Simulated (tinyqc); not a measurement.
Slater-Koster d bands of an fcc metal: one step. The block of one bond. Three cases, with inputs chosen for the exercise.

Task: Direction (1,1,0)/sqrt2; its eigenvalues must be dds once, ddp twice and ddd twice.

Slater-Koster d bands. For a bond with direction cosines (l, m, n) the 5 x 5 block is dds Ps + ddp Pp + ddd (1 - Ps - Pp), the projectors on sigma, pi and delta states about the bond; for instance <xy|xy> = 3 l^2 m^2 dds + (l^2 + m^2 - 4 l^2 m^2) ddp + (n^2 + l^2 m^2) ddd, <xy|yz> = 3 l m^2 n dds + l n (1 - 4 m^2) ddp + l n (m^2 - 1) ddd and <3z2-r2|3z2-r2> = (n^2 - (l^2 + m^2)/2)^2 dds + 3 n^2 (l^2 + m^2) ddp + (3/4)(l^2 + m^2)^2 ddd. H(k) sums the blocks times cos(k.R) over the neighbours; the d level is the zero of energy; k in 2 pi/a.

Case 1.

Values chosen (out of a larger set: of the size met in Cu; not measured data): dds = -0.374 eV (dd sigma); ddp = 0.258 eV (dd pi); ddd = -0.019 eV (dd delta).

Case 2.

Values chosen (out of a larger set: of the size met in Ni; not measured data): dds = -0.443 eV (dd sigma); ddp = 0.261 eV (dd pi); ddd = -0.062 eV (dd delta).

Case 3.

Values chosen (out of a larger set: of the size met in Cu; not measured data): dds = -0.364 eV (dd sigma); ddp = 0.189 eV (dd pi); ddd = -0.051 eV (dd delta).

Give: block.

Result:

Case 1.

block (eV):
```
             xy      yz      zx   x2-y2   3z2-r2
xy      -0.2853       0       0       0   0.1537
yz            0  0.1195  0.1385       0        0
zx            0  0.1385  0.1195       0        0
x2-y2         0       0       0  0.2580        0
3z2-r2   0.1537       0       0       0  -0.1077
```

Case 2.

block (eV):
```
             xy      yz      zx   x2-y2   3z2-r2
xy      -0.3478       0       0       0   0.1650
yz            0  0.0995  0.1615       0        0
zx            0  0.1615  0.0995       0        0
x2-y2         0       0       0  0.2610        0
3z2-r2   0.1650       0       0       0  -0.1573
```

Case 3.

block (eV):
```
             xy      yz      zx   x2-y2   3z2-r2
xy      -0.2858       0       0       0   0.1355
yz            0  0.0690  0.1200       0        0
zx            0  0.1200  0.0690       0        0
x2-y2         0       0       0  0.1890        0
3z2-r2   0.1355       0       0       0  -0.1293
```

Computed by tinyqc, one run a case: `OMP_NUM_THREADS=1 python tinyqc.py N N+1 out.jsonl` with N = 1451162, 1451163, 1451376; one thread of a shared Intel(R) Xeon(R) Processor @ 2.30GHz, about 0.06 s a run at most.
